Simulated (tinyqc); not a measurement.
From screening to the Mott criterion: hydrogenic impurity: series, fields, screening, photoionisation and donor-acceptor pairs. Computed by tinyqc, a small Python program. Command: `OMP_NUM_THREADS=1 python tinyqc.py 3001521 3001522 out.jsonl hydrogenic walk`. One thread of a shared host (Intel(R) Xeon(R) Processor @ 2.30GHz), about 0.01 s of CPU time with the checks.

One isotropic, parabolic band. Effective units: Ry* and a*, in which H = -nabla^2 - 2/r.

Inputs (values chosen for the exercise, for a model semiconductor): electron mass m = 0.0338 m_0; dielectric constant eps = 12.1; donor density N = 2.4e+15 cm^-3.

Parts treated: magnetic field and screening.

Constants: Ry = 13.605693123 eV; a_0 = 0.529177210903 angstrom; h x 1 THz = 4.135667696 meV.

Method:
- Ry* = Ry m/eps^2, a* = a_0 eps/m; level n is bound by Ry*/n^2; <r> = (3/2) a* in 1s; lines 1s -> np at Ry* (1 - 1/n^2); 1 THz = 4.135667696 meV.
- Thomas-Fermi screening by N free electrons of one valley, taken as a degenerate gas (the hypothesis that all donors are ionised): q a* = sqrt(4 k_F a*/pi), k_F = (3 pi^2 N)^(1/3).
- Screened potential -(2/r) exp(-q r). Basis exp(-zeta r), zeta_k = 0.02 x 1.6^k, k = 0..23: S = 2/s^3, T = zeta_i zeta_j S, V = -2/(s + q)^2 with s = zeta_i + zeta_j; overlap eigenvalues below 1e-11 are dropped.
- First order: 1 - 2 q a*. One exponent: the maximum over zeta of 8 zeta^3/(2 zeta + q)^2 - zeta^2 (golden section on 0.01 to 1.2).

a* = 189.439 angstrom

Binding (Ry*):
```
N^(1/3) a*   N (cm^-3)     q a*  first order  one exponent    basis
0.0051      1.9512e+10  0.14173      0.71653       0.74421  0.74426
0.0150      4.9644e+11  0.24307      0.51385       0.59116  0.59146
0.0380      8.0713e+12  0.38689      0.22623       0.40980  0.41123
0.0760      6.4570e+13  0.54714     -0.09428       0.25044  0.25467
0.1300      3.2316e+14  0.71559     -0.43118       0.12507  0.13429
0.1900      1.0089e+15  0.86510     -0.73021       0.04618  0.06138
0.2500      2.2983e+15  0.99234     -0.98469       0.00196  0.02229
```

The binding falls from 0.744 to 0.022 Ry*. First order, a constant shift of the potential, overshoots and turns negative from q a* = 0.5. One exponent loses the state at q a* = 1 (N^(1/3) a* = 0.254, the classic form of the Mott criterion); the full basis keeps it to 1.19. The dilute rows are formal, since there the electrons are bound or non-degenerate.

Extremes, crossings and ranges named in words are read from the listed rows.
